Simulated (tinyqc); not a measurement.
Domain walls in a thin film with perpendicular anisotropy: Bloch, Neel and chiral walls, motion and stripe domains: one step, computed by the program tinyqc.

One-dimensional wall: polar angle theta(x), azimuth phi of the moment in the wall (phi = 0 Neel, 90 degrees Bloch). mu_0 = 1.25663706212e-6 T m/A, gamma = 1.76085963023e11 rad/(s T).

Task: Width and energy of the Bloch wall. K_eff = K_u - mu_0 M_s^2/2; Delta = sqrt(A/K_eff); sigma_0 = 4 sqrt(A K_eff); profile theta = 2 arctan exp(x/Delta); quality factor Q = 2 K_u/(mu_0 M_s^2).

Inputs (values chosen for the exercise, for a model film): saturation magnetisation M_s = 933 kA/m; exchange stiffness A = 15 pJ/m; uniaxial anisotropy K_u = 635 kJ/m^3.

Give: K_eff; width parameter Delta; sigma_0; quality factor Q.

Result:

K_eff = 88.056 kJ/m^3

width parameter Delta = 13.052 nm

sigma_0 = 4.5971 mJ/m^2

quality factor Q = 1.1610
